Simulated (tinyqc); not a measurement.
Doping density: delta-doped layer in the Thomas-Fermi potential.

All donors ionised in the plane z = 0, zero temperature, energies from the Fermi level EF of the Thomas-Fermi model, which lies at the bulk band edge; c = hbar^2/2m0, q = e^2/(4 pi eps0). gv = 4 equivalent valleys, m_d = sqrt(m3^3/mz) in the plane. With n = (gv/3 pi^2)(m3 (-V)/c)^(3/2) and V'' = -(4 pi q/eps) n for z > 0, the solution is V = -b/(|z| + z0)^4 with sqrt(b) = 20/K, K = (4 pi q/eps)(gv/3 pi^2)(m3/c)^(3/2), and z0^5 = 4b/(e F0), e F0 = 2 pi q N/eps; 1e13/cm^2 = 1e-3/angstrom^2. Exchange and correlation are left out.

Subbands solve -(c/m_z) psi'' + V psi = E psi on 1280 points of spacing z0/80; up to ten levels for each group, kept if bound with an rms width below 2.5 z0.

Constants: hbar^2/2m0 = 3.80998211 eV angstrom^2; e^2/(4 pi eps0) = 14.39964547 eV angstrom.

Inputs chosen for the exercise (near those of a delta-doped layer in Ge; not measured data): m3 = 0.226 m0 (density-of-states mass of a valley); mz = 0.119 m0 (mass along z); eps = 16.3 (dielectric constant); Nl = (0.23, 0.46, 0.92, 1.6, 2.8, 4.6, 7.4) x 1e13/cm^2 (sheet densities).

The well, the lowest level and the filling anew; at zero temperature n_i = g m_d (mu - E_i)/(2 pi c), with mu fixed by sum n_i = N.

Results:

| N (1e13/cm^2) | z0 (angstrom) | depth (eV) | lowest (eV) | next - lowest (eV) | occupied | share of lowest (%) |
|---|---|---|---|---|---|---|
| 0.23 | 76.8 | 0.0245 | -0.0050 | - | 1 | 100.0 |
| 0.46 | 66.8 | 0.0427 | -0.0099 | - | 1 | 100.0 |
| 0.92 | 58.2 | 0.0743 | -0.0196 | - | 1 | 100.0 |
| 1.6 | 52.1 | 0.1157 | -0.0336 | - | 1 | 100.0 |
| 2.8 | 46.6 | 0.1810 | -0.0575 | - | 1 | 100.0 |
| 7.4 | 38.4 | 0.3938 | -0.1439 | 0.1388 | 2 | 98.8 |

Give the missing row, N (1e13/cm^2) = 4.6.

Computed row:
```
N (1e13/cm^2)  z0 (angstrom)  depth (eV)  lowest (eV)  next - lowest (eV)  occupied  share of lowest (%)
4.6                     42.2      0.2692      -0.0921                   -         1                100.0
```

The depth grows as N^(4/5) and z0 shrinks as N^(-1/5): factors 16.1 and 2.00 for 32 times the doping. The lowest level deepens faster, with exponent 0.97, since the zero-point energy takes a smaller share of a deeper well (80 % falling to 63 %). The number of occupied subbands is 1 in the first row and 2 in the last. Up to N = 0.23 the donor spacing exceeds 1.5 Bohr radii (one radius, a0 eps/m with the density-of-states mass, is 38 angstrom), where a uniform sheet is a crude picture of discrete donors (beyond about three radii electrons stay on single donors).

Program tinyqc; command `OMP_NUM_THREADS=1 python tinyqc.py 1282152 1282153 out.jsonl`; about 0.1 s on one thread of a shared Intel(R) Xeon(R) Processor @ 2.30GHz.
